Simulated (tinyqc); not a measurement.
Inside a calculation. Model: capillary instabilities by surface diffusion: grooving and agglomeration of films, edge retraction, wire break-up and smoothing of roughness. Computed by tinyqc, a small Python program that keeps every step. Command: `OMP_NUM_THREADS=1 python tinyqc.py 3001344 3001345 out.jsonl dewet walk`. One thread of a shared host (Intel(R) Xeon(R) Processor @ 2.30GHz), about 0.01 s of CPU time with the checks. Intermediate numbers are printed to about 5 digits and carried at full precision; extremes and crossings named in words are read from the listed rows.

Isotropic surface energy; shapes change by surface diffusion alone.

Inputs (values chosen for the exercise, for a model film):
```
quantity                                value        unit
surface energy gamma_s                   1.75       J/m^2
grain-boundary energy gamma_b            0.64       J/m^2
interface energy gamma_i                 0.86       J/m^2
contact angle on the substrate theta      125     degrees
atomic volume Omega                      11.8  angstrom^3
surface sites nu                           14      1/nm^2
prefactor D0                          1.1e-06       m^2/s
activation energy Q                      1.01          eV
temperature T                             936           K
time t                                     12           s
film thickness h                           21          nm
grain radius R                            470          nm
wire radius r                             2.8          nm
initial ripple over radius               0.01           -
roughness wavelength lambda                19          nm
```

Grooves: at the surface and the interface.

Constants: k_B = 8.617333262e-05 eV/K; k_B = 1.380649e-23 J/K.

## The Mullins constant

B = D_s nu gamma_s Omega^2/(k_B T), D_s = D0 exp(-Q/(k_B T)).

D_s = 4.0102e-12 m^2/s

B = 1.0586e+06 nm^4/s

length (B t)^(1/4) = 59.701 nm

Lengths grow as t^(1/4): doubling one takes 16 times as long, or roughly 300 K more.

## Will grooves cut through?

Groove angle beta: sin(beta) = gamma_b/(2 gamma). For circular grains of radius R with spherical caps the groove ends (measured from the mean surface) at the depth R g(beta), g = (2 - 3 cos beta + cos^3 beta)/(3 sin^3 beta). The film parts if R [g(beta_s) + g(beta_i)] > h.

beta_s = 10.536 degrees

beta_i = 21.845 degrees

sum of g = 0.14392

critical R/h = 6.9484

final depth over h = 3.2210

Given enough time, the grooves reach through: holes open at boundaries and, earlier, at triple junctions.

## Groove growth in time

Mullins' isolated groove: depth below the flat surface d = 0.780 m (B t)^(1/4), m = tan(beta_s), width between the ridges 4.6 (B t)^(1/4); time to reach h: (h/(0.780 m))^4/B.

groove depth = 8.6611 nm

groove width = 274.62 nm

time to reach the substrate = 414.73 s

## Retraction of a straight edge

A rim shaped as a circular segment with contact angle theta holds the area h x; its radius r obeys r^2 (theta - sin theta cos theta) = h x. To advance, the edge must carry a strip of the rim height H = r (1 - cos theta) over the rim, driven by the curvature 1/r over the distance r theta (the scaling argument of Brandon and Bradshaw): H dx/dt = B/(theta r^2) gives x^(5/2) = (5/2) B t c^(3/2)/(theta (1 - cos theta) h^(3/2)), c = theta - sin theta cos theta.

retraction x = 176.70 nm

rim height H = 58.867 nm

present speed = 5.8900 nm/s

The rim is 2.8 times the film thickness. x goes as t^(2/5) h^(-3/5): thin films retract faster.

## Break-up of a free wire

A wire with r + A cos(k z) has dA/dt = (B/r^4) (kr)^2 [1 - (kr)^2] A: unstable for wavelengths above 2 pi r, fastest at kr = 1/sqrt 2 with the rate B/(4 r^4); break-up time about (4 r^4/B) ln(r/A0); each wavelength makes a sphere of radius (3 r^2 lambda_m/4)^(1/3).

fastest wavelength = 24.880 nm

break-up time = 0.0010695 s

radius of the spheres = 5.2692 nm

t over the break-up time = 11220

The wire breaks up within t. Caution: faceting can stabilise wires along low-index directions.

## Smoothing against break-up

Roughness of wavelength lambda on a flat face decays as exp[-B (2 pi/lambda)^4 t]; the smoothing time is that for a factor e^3.

Times (s); the last column is (h/(0.780 tan beta_s))^4/B:
```
T (K)  B (nm^4/s)  smoothing  wire break-up  groove to depth h
796    1.3760e+05  0.0018230      0.0082282             3190.6
842    2.9080e+05  0.0008626      0.0038936             1509.8
889    5.7492e+05  0.0004363      0.0019694              763.7
936    1.0586e+06  0.0002370      0.0010695              414.7
983    1.8343e+06  0.0001368      0.0006172              239.3
1030   3.0164e+06  0.0000832      0.0003754              145.6
1123   7.0991e+06  0.0000353      0.0001595               61.8
```

All times share 1/B, so their ratios do not depend on T: break-up over smoothing is 4.5. On a flat face this roughness is smoothed before the wire breaks, but by less than a factor 10. Smoothing is safe for lambda well below 2 pi r, above which a ripple along the wire grows instead. B spans 1.7 decades over these rows.

Checks made by the program: g against the volume of a spherical cap (relative difference below 1e-10).
